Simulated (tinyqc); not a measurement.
Inversion layer as a triangular well, valleys of the Si type: one step. Valley masses on the (111) face. Two cases, with inputs chosen for the exercise.

Problem. Group the valleys by their angle to the normal, heaviest m_z first.

Six ellipsoidal valleys with their long axes along the cube axes, mass ml along the axis and mt across it. For a valley whose axis makes the angle theta with the surface normal, 1/m_z = cos^2(theta)/ml + sin^2(theta)/mt sets the confinement; in the plane the masses are m_1 = mt and m_2 = ml mt/m_z, and m_d = sqrt(m_1 m_2).

Give: Valleys (masses in m0).

Case 1.

Values chosen (out of a larger set: near those of Si; not measured data):
- ml = 0.905 m0 (longitudinal mass)
- mt = 0.188 m0 (transverse mass)
- face = 111 (surface)

Solution.

Valleys (masses in m0):
```
valleys g  cos^2(theta)     m_z     m_1     m_2     m_d
6                0.3333  0.2555  0.1880  0.6660  0.3538
```

Case 2.

Values chosen (out of a larger set: near those of Si; not measured data):
- ml = 0.926 m0 (longitudinal mass)
- mt = 0.192 m0 (transverse mass)
- face = 111 (surface)

Solution.

Valleys (masses in m0):
```
valleys g  cos^2(theta)     m_z     m_1     m_2     m_d
6                0.3333  0.2609  0.1920  0.6813  0.3617
```

All valleys are equivalent on this face.

Computed by tinyqc, one run a case: `OMP_NUM_THREADS=1 python tinyqc.py N N+1 out.jsonl` with N = 1250759, 1250834; one thread of a shared Intel(R) Xeon(R) Processor @ 2.30GHz, about 0.03 s a run at most.
